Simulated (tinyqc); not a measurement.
A chain with a side-coupled site and dephasing by Buettiker voltage probes: two steps of the calculation.

Sites 1 to 4 form a chain with hopping -t, and site 5 hangs on site 3 by -ts. Lead L joins site 1 and lead R site 4, both semi-infinite chains with hopping -t and site energy 0. Every site carries a probe with self-energy -i Gamma_p/2 that draws no net current. Linear response at zero temperature: mu_L = 1, mu_R = 0 in units of the bias.

Values chosen for this exercise:
```
symbol,value,unit,meaning
t,1,eV,hopping (matrix element -t)
U,"[0, 0, 0, 0, -0.45]",eV,site energies 1 to N
E,1.47,eV,Fermi energy
gp,0.88,eV,probe broadening Gamma_p
ts,0.96,eV,hopping from site 3 to the side site 5
```

Question 1. Green function. Sigma = t^2 g(E), g(x) = (x - i sqrt(4 t^2 - x^2))/(2 t^2) for |x| < 2 t and (x - sign(x) sqrt(x^2 - 4 t^2))/(2 t^2) otherwise; Gamma = -2 Im Sigma; G = (E - H - Sigma_L - Sigma_R + i Gamma_p/2)^(-1).

Find: Sigma; Gamma; G.

Answer 1.

Sigma = 0.7350-0.6781i eV
Gamma = 1.356 eV

G (1/eV):
```
                 1                2                3                4
1   0.1134-0.6186i   0.2250+0.3279i  -0.2999+0.0377i   0.0996-0.2028i
2   0.2250+0.3279i   0.2012-0.4925i   0.2625+0.3076i  -0.2999+0.0377i
3  -0.2999+0.0377i   0.2625+0.3076i   0.0493-0.6054i   0.3578+0.2793i
4   0.0996-0.2028i  -0.2999+0.0377i   0.3578+0.2793i   0.0892-0.5157i
5   0.1384-0.0505i  -0.1582-0.1176i   0.0425+0.2930i  -0.2004-0.0937i

                 5
1   0.1384-0.0505i
2  -0.1582-0.1176i
3   0.0425+0.2930i
4  -0.2004-0.0937i
5   0.4428-0.2479i
```

Question 2. Transmissions between terminals. With Gamma the broadening by one lead, T_RL = Gamma^2 |G_(4,1)|^2, T_pL = Gamma Gamma_p |G_(p,1)|^2, T_pR = Gamma Gamma_p |G_(p,4)|^2, T_pq = Gamma_p^2 |G_(p,q)|^2 for p != q.

G (1/eV):
```
                         1                        2                        3                        4
1   0.11342573-0.61860948i   0.22498518+0.32786039i  -0.29989538+0.03766123i   0.09960086-0.20275057i
2   0.22498518+0.32786039i   0.20120580-0.49252591i   0.26253088+0.30762215i  -0.29989538+0.03766123i
3  -0.29989538+0.03766123i   0.26253088+0.30762215i   0.04932873-0.60537938i   0.35781629+0.27934253i
4   0.09960086-0.20275057i  -0.29989538+0.03766123i   0.35781629+0.27934253i   0.08919255-0.51573576i
5   0.13836574-0.05053943i  -0.15820529-0.11755570i   0.04247153+0.29295663i  -0.20039208-0.09374808i

                         5
1   0.13836574-0.05053943i
2  -0.15820529-0.11755570i
3   0.04247153+0.29295663i
4  -0.20039208-0.09374808i
5   0.44277618-0.24794786i
```

Gamma = 1.3561342 eV

Find: T_RL; T_pL; T_pR; T_pq.

Answer 2.

T_RL = 0.09385
T_pL, probe 1 to 5: [0.4720, 0.1887, 0.1090, 0.0609, 0.0259]
T_pR, probe 1 to 5: [0.0609, 0.1090, 0.2459, 0.3269, 0.0584]

T_pq:
```
        1       2       3       4       5
1  0.0000  0.1224  0.0707  0.0395  0.0168
2  0.1224  0.0000  0.1267  0.0707  0.0301
3  0.0707  0.1267  0.0000  0.1596  0.0679
4  0.0395  0.0707  0.1596  0.0000  0.0379
5  0.0168  0.0301  0.0679  0.0379  0.0000
```

Numbers from tinyqc (`OMP_NUM_THREADS=1 python tinyqc.py 2700042 2700043 out.jsonl`; about 0.01 s on one thread of a shared Intel Xeon 2.30GHz).
